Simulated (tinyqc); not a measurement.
What moves the results: Kronig-Penney superlattice by transfer matrices. A value that a table varies takes the place of the one given here.

Wells (width a, potential 0, mass mw) alternate with barriers (width b, height V0, mass mb); period d = a + b; c = hbar^2/2m0. The vector (psi, psi'/m) is continuous, and a layer of thickness t carries it by M = [[cos kt, (m/k) sin kt], [-(k/m) sin kt, cos kt]] with k = sqrt(m (E - V)/c); for E < V, k = i kappa gives [[cosh, (m/kappa) sinh], [(kappa/m) sinh, cosh]] of kappa t. A Bloch state obeys cos(q d) = tr(Mb Mw)/2.

Constants: hbar^2/2m0 = 3.80998211 eV angstrom^2.

Parameters, chosen for this exercise (near those of a GaAs superlattice with barriers of AlGaAs; shifted at random, so the results belong to these values and not to a real crystal): a = 36 angstrom (well width); V0 = 0.332 eV (barrier height); mw = 0.0676 m0 (mass in the wells); mb = 0.101 m0 (mass in the barriers); bs = (17.5, 26.2, 35, 45.5, 56, 70, 87.5) angstrom (barrier widths); b = 35 angstrom (barrier width).

## Barrier width

First miniband against b. m_z = -2 c f'/d^2 with f = tr M/2 at the bottom of the band. E1 is the level of the single well, kappa1 its decay constant in the barrier.

First miniband:

| b (angstrom) | bottom (eV) | top (eV) | W (meV) | ln W | m_z (m0) |
|---|---|---|---|---|---|
| 17.5 | 0.0856 | 0.1715 | 85.92 | 4.453 | 0.0946 |
| 26.2 | 0.1011 | 0.1438 | 42.79 | 3.756 | 0.122 |
| 35.0 | 0.1096 | 0.1313 | 21.69 | 3.077 | 0.166 |
| 45.5 | 0.1149 | 0.1246 | 9.779 | 2.280 | 0.259 |
| 56.0 | 0.1173 | 0.1218 | 4.435 | 1.489 | 0.428 |
| 70.0 | 0.1187 | 0.1203 | 1.549 | 0.438 | 0.896 |
| 87.5 | 0.1193 | 0.1197 | 0.4165 | -0.876 | 2.42 |

E1 = 0.1195 eV
kappa1 = 0.0751 1/angstrom

What can be read from the table?

W falls from 85.9 to 0.42 meV, and both edges close in on E1. The slope of ln W is -0.0801 per angstrom over the first two rows and -0.0751 over the last two, against -kappa1 = -0.0751: the width follows one power of the tunnelling amplitude once the wells couple weakly. m_z grows by a factor 25.6.

## From one barrier to a miniband

Transmission through N barriers separated by wells, between leads of the well material: T = 4/[(M11 + M22)^2 + (u M12 - M21/u)^2] with u = k/mw and M the product over all layers; twelve evenly spaced energies around the first miniband.

Transmission:

| E (eV) | tr M/2 of a period | N = 1 | N = 2 | N = 4 | N = 8 |
|---|---|---|---|---|---|
| 0.099842 | 2.161 | 0.0156 | 0.000847 | 3.05e-06 | 3.99e-11 |
| 0.103785 | 1.671 | 0.0165 | 0.00150 | 1.79e-05 | 2.66e-09 |
| 0.107728 | 1.209 | 0.0175 | 0.00303 | 0.000205 | 1.25e-06 |
| 0.111671 | 0.776 | 0.0185 | 0.00775 | 0.0448 | 0.0138 |
| 0.115614 | 0.369 | 0.0195 | 0.0351 | 0.0169 | 0.569 |
| 0.119557 | -0.011 | 0.0206 | 0.977 | 0.914 | 0.726 |
| 0.123500 | -0.367 | 0.0217 | 0.0395 | 0.0189 | 0.507 |
| 0.127444 | -0.699 | 0.0228 | 0.0118 | 0.839 | 0.567 |
| 0.131387 | -1.007 | 0.0240 | 0.00601 | 0.00142 | 0.000283 |
| 0.135330 | -1.294 | 0.0252 | 0.00384 | 0.000175 | 4.32e-07 |
| 0.139273 | -1.560 | 0.0265 | 0.00278 | 4.67e-05 | 1.40e-08 |
| 0.143216 | -1.805 | 0.0278 | 0.00219 | 1.80e-05 | 1.25e-09 |

What does this show?

5 of the energies lie in the miniband (|tr M/2| <= 1); there T for N = 8 runs between 0.0138 and 0.726. In the gaps it falls with N: at E = 0.1432 eV from 1.8e-05 (N = 4) to 1.25e-09 (N = 8), a slope of ln T of -2.39 a period, against -2 arccosh|tr M/2| = -2.39.

## What each parameter does

Bottom and width of the first miniband, the gap above it, and m_z = -2 c f'/d^2 with f = tr M/2. Each row changes one parameter from the base and keeps the others.

Results:

| case | bottom (eV) | width (meV) | gap (meV) | m_z (m0) |
|---|---|---|---|---|
| base | 0.1096 | 21.7 | 231.1 | 0.1664 |
| a = 40 angstrom | 0.0986 | 17.8 | 221.2 | 0.1783 |
| b = 30 angstrom | 0.1054 | 31.8 | 228.8 | 0.1383 |
| V0 = 0.382 eV | 0.1193 | 18.0 | 260.1 | 0.1939 |
| mw = 0.0744 m0 | 0.1076 | 20.5 | 222.5 | 0.1754 |
| mb = 0.0859 m0 | 0.1129 | 28.3 | 221.5 | 0.1329 |

How do the results move?

The largest shifts from the base row, up to three for each result and ties (the steps differ in size, so this ranks the rows, not the parameters). bottom (eV): a -0.0110, V0 +0.0097, b -0.0042. width (meV): b +10.2, mb +6.6, a -3.9. gap (meV): V0 +29.0, a -9.8, mb -9.6. m_z (m0): mb -0.0334, b -0.0281, V0 +0.0275.

Run: tinyqc, `OMP_NUM_THREADS=1 python tinyqc.py 1251389 1251390 out.jsonl`; Intel(R) Xeon(R) Processor @ 2.30GHz, one thread, shared host; about 0.2 s of CPU time with all checks.
